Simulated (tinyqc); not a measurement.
Comparisons within one model: temperature and isotope dependence of a band gap in oscillator models. A value that a table varies takes the place of the one given here.

E(T) = E0 - sum_i sl_i th_i n_i(T), n = 1/(exp(th/T) - 1). The same coupling lowers the gap at 0 K by the zero-point term ZP = sum_i sl_i th_i/2, so the gap of the static lattice is E0 + ZP. Thermal expansion is taken as part of the slopes.

Two-parameter forms are made to pass through the falls at the two temperatures T12: Varshni aV T^2/(T + bV), from the line T^2/fall = (T + bV)/aV; one oscillator s1 t1/(exp(t1/T) - 1), with t1 from the ratio of the falls.

Constants: kB = 8.617333262e-05 eV/K; hbar^2/2m0 = 3.80998211 eV angstrom^2.

Inputs chosen for the exercise (near those of Si; not measured data): E0 = 1.166 eV (gap at 0 K); th = (170, 477) K (temperatures of two oscillators); sl = (0.0631, 0.2689) meV/K (their high-temperature slopes); T12 = (220, 450) K (temperatures of the fits); mm = 1.05 m0 (geometric mean of the density-of-states masses); T = 77 K (temperature).

## How far the fits carry

Falls of the gap from E0, and errors of the two fits against the model.

Results:
```
T (K)  fall (meV)  Varshni - model (meV)  one oscillator - model (meV)  fall/ZP
20           0.00                   0.25                          0.00    0.000
50           0.38                   1.16                         -0.33    0.005
100          3.49                   2.38                         -0.90    0.050
200         21.02                   0.62                         -0.13    0.302
300         46.93                  -1.83                          0.26    0.675
400         76.14                  -1.47                          0.16    1.096
600        138.37                   9.36                         -0.74    1.991
800        202.63                  31.71                         -2.05    2.916
```

Below the first fit point the largest errors are +2.38 meV (Varshni, 100 K, on a fall of 3.49 meV) and -0.90 meV (one oscillator, 100 K); a T^2 law cannot freeze out; a single oscillator misses the soft modes. At 800 K, beyond the second fit point, they are +31.7 and -2.1 meV, so the oscillator extrapolates better here. The thermal fall equals ZP between 300 and 400 K.

## What the shift does to the intrinsic density

ni = 2 (mm kT/(4 pi c))^(3/2) exp(-E/2kT), c = hbar^2/2m0, with E(T) and with E0; 1 angstrom^-3 = 1e24 cm^-3. Apparent gap from an Arrhenius plot of ni/T^(3/2): E(T) - T dE/dT, dE/dT = -sum sl_i (th_i/T)^2 n_i (1 + n_i).

Results:
```
T (K)  E(T) (eV)  ni (cm^-3)  ni with E(T) / ni with E0  apparent gap (eV)
200       1.1450    5.51e+04                      1.840             1.1910
250       1.1326    7.87e+07                      2.169             1.1979
300       1.1191    1.08e+10                      2.478             1.2031
350       1.1047    3.79e+11                      2.761             1.2072
400       1.0899    5.66e+12                      3.017             1.2104
500       1.0591    2.67e+14                      3.456             1.2151
700       0.9957    2.51e+16                      4.104             1.2207
```

Using E0 in place of E(T) understates ni by a factor that rises from 1.84 to 4.10, towards exp(sum sl/2kB) = 6.9. The slope of an Arrhenius plot returns neither E(T) nor E0 but the intercept of the tangent, 1.2031 eV at 300 K, which lies 37 meV above E0 and tends to the static gap 1.2355 eV.

## What each parameter does

Gap at T, slope -sum sl_i (th_i/T)^2 n_i (1 + n_i) and ZP. Each row changes one parameter from the base and keeps the others.

Results:
```
case                        E(T) (eV)  dE/dT (meV/K)  ZP (meV)
base                           1.1644        -0.0638     69.50
T = 117 K                      1.1605        -0.1315     69.50
E0 = 1.176 eV                  1.1744        -0.0638     69.50
th = (170, 572) K              1.1646        -0.0515     82.27
sl = (0.082, 0.2689) meV/K     1.1640        -0.0766     71.10
```

The largest shifts from the base row, up to three for each result and ties (the steps differ in size, so this ranks the rows, not the parameters). E(T) (eV): E0 +0.0100, T -0.0039, sl -0.0004. dE/dT (meV/K): T -0.0677, sl -0.0128, th +0.0123; unchanged at the printed digits by E0. ZP (meV): th +12.77, sl +1.61; unchanged at the printed digits by T and E0.

(tinyqc, `OMP_NUM_THREADS=1 python tinyqc.py 1851149 1851150 out.jsonl`, Intel(R) Xeon(R) Processor @ 2.30GHz, 1 thread, shared host, about 0.01 s.)
